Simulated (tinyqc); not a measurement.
Deep-level transient spectroscopy (DLTS) of one majority-carrier trap. Changing the trap depth E_t. Computed by tinyqc, a small Python program. Command: `OMP_NUM_THREADS=1 python tinyqc.py 3021981 3021982 out.jsonl dlts sweep`. One thread of a shared host (Intel(R) Xeon(R) Processor @ 2.30GHz), about 0.08 s of CPU time with the checks.

A filling pulse loads the traps in a one-sided junction; under reverse bias they empty at the rate e, and the capacitance relaxes as C(t) = C_0 - dC exp(-e t). The signal is S = [C(t_2) - C(t_1)]/dC.

Inputs (values chosen for the exercise, for a model semiconductor): density-of-states mass m = 0.0901 m_0; valleys M = 1; cross-section sigma_0 = 3.5e-15 cm^2; degeneracy ratio g = 1; gate time t_1 = 0.01 s; ratio t_2/t_1 = 10; temperature T = 158 K; doping N = 1.3e+15 cm^-3; trap density N_t = 5.1e+12 cm^-3; dielectric constant eps = 10.1; built-in voltage V_b = 0.71 V; reverse bias V_r = 7.8 V; diode area = 0.0087 cm^2.

Carriers: electrons. Extra term: none.

Constants: k_B = 8.617333262e-05 eV/K; k_B = 1.380649e-23 J/K; m_0 = 9.1093837015e-31 kg; h = 6.62607015e-34 J s; eps_0 = 8.8541878128e-12 F/m; e = 1.602176634e-19 C.

Method:
- e = g sigma v N_b exp(-E/k_B T), v = sqrt(3 k_B T/m), N_b = 2 M (2 pi m k_B T/h^2)^(3/2), sigma = sigma_0, E = E_t.
- S(e) = exp(-e t_1) - exp(-e t_2) peaks at the rate window e_0 = ln(t_2/t_1)/(t_2 - t_1).
- T_p solves e(T) = e_0 (bisection between 15 and 1500 K); the half-height points solve S = S_max/2 on either side.
- W = sqrt(2 eps eps_0 (V_b + V_r)/(e N)), C_0 = eps eps_0 area/W. The pulse goes to zero bias, W_0 = W(V_r = 0). Traps within lambda = sqrt(2 eps eps_0 (E_t - E_F)/(e^2 N)) of the depletion edge stay filled, with E_F = k_B T_p ln(N_b/N) from the band, N_b = 2 M (2 pi m k_B T_p/h^2)^(3/2) (dopants taken as fully ionised). dC = C_0 (N_t/2N) f, f = [(W - lambda)^2 - max(W_0 - lambda, 0)^2]/W^2. The simple estimate is 2 N dC/C_0.

One run for each value:
```
trap depth E_t (eV)  peak temperature T_p (K)  full width (K)       f
0.106                                    64.9            9.36  0.7754
0.133                                    79.7           11.28  0.7596
0.159                                    93.7           13.06  0.7459
0.186                                   108.1           14.86  0.7329
0.212                                   121.8           16.56  0.7212
0.239                                   135.8           18.29  0.7099
0.265                                   149.2           19.93  0.6996
0.292                                   163.0           21.60  0.6895
```

Describe the trends.

Over the rows, peak temperature T_p (K) rises from 64.9 to 163 (exponent d ln y / d ln x about 0.91 throughout); full width (K) rises from 9.36 to 21.6 (exponent d ln y / d ln x about 0.83 throughout); f falls from 0.775 to 0.689 (exponent d ln y / d ln x -0.091 between the first rows and -0.15 between the last).

Extremes, crossings and ranges named in words are read from the listed rows.
